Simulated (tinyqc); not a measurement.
Capacitance of parallel on-chip lines from Laplace's equation on a mesh: two steps of the calculation.

Cross-section of an endless row of equal lines between two grounded planes; neighbours are driven in antiphase (+1 V and -1 V), so the plane midway between two lines is at 0 V. By symmetry one quarter is solved: x runs from the centre of a line (column 0, mirror) to that midplane (column 4, 0 V), y from the mid-height of the line (row 0, mirror) to the ground plane (row 3, 0 V). The line fills columns 0 to 1 and rows 0 to 1 at 1 V. Cells beside the line (below row 1) have e2, cells above have e1. Each link between nodes has the conductance g = mean permittivity of the two cells beside it (a cell beyond a mirror counts as 0), and the free nodes obey sum g (V_neighbour - V) = 0.

Parameters, values chosen for the exercise:
- e1 = 2.7 (relative permittivity above and below the lines)
- e2 = 1 (relative permittivity between the lines)
- om = 1 (over-relaxation factor)

Problem 1. Link conductances. gx[j, i] joins node (row j, column i) to column i + 1, gy[j, i] to row j + 1.

Give: gx; gy.

Solution 1.

gx:
```
         col 0    col 1    col 2    col 3
row 0  0.50000  0.50000  0.50000  0.50000
row 1   1.8500   1.8500   1.8500   1.8500
row 2   2.7000   2.7000   2.7000   2.7000
row 3   1.3500   1.3500   1.3500   1.3500
```

gy:
```
         col 0   col 1   col 2   col 3    col 4
row 0  0.50000  1.0000  1.0000  1.0000  0.50000
row 1   1.3500  2.7000  2.7000  2.7000   1.3500
row 2   1.3500  2.7000  2.7000  2.7000   1.3500
```

Problem 2. Relaxation sweep. One sweep visits the free nodes row by row from row 0, left to right, and replaces V by V + om (weighted mean of the neighbours - V), using new values at once.

V at the start (V):
```
       col 0  col 1  col 2  col 3  col 4
row 0      1      1      0      0      0
row 1      1      1      0      0      0
row 2      0      0      0      0      0
row 3      0      0      0      0      0
```

gx:
```
       col 0  col 1  col 2  col 3
row 0    0.5    0.5    0.5    0.5
row 1   1.85   1.85   1.85   1.85
row 2    2.7    2.7    2.7    2.7
row 3   1.35   1.35   1.35   1.35
```

gy:
```
       col 0  col 1  col 2  col 3  col 4
row 0    0.5      1      1      1    0.5
row 1   1.35    2.7    2.7    2.7   1.35
row 2   1.35    2.7    2.7    2.7   1.35
```

Wanted: V after sweep 1.

Solution 2.

V after sweep 1 (V):
```
       col 0  col 1  col 2  col 3  col 4
row 0  1.000  1.000  0.250  0.062  0.000
row 1  1.000  1.000  0.284  0.079  0.000
row 2  0.250  0.312  0.149  0.057  0.000
row 3  0.000  0.000  0.000  0.000  0.000
```

Numbers from tinyqc (`OMP_NUM_THREADS=1 python tinyqc.py 2790204 2790205 out.jsonl`; about 0.9 s on one thread of a shared Intel Xeon 2.30GHz).
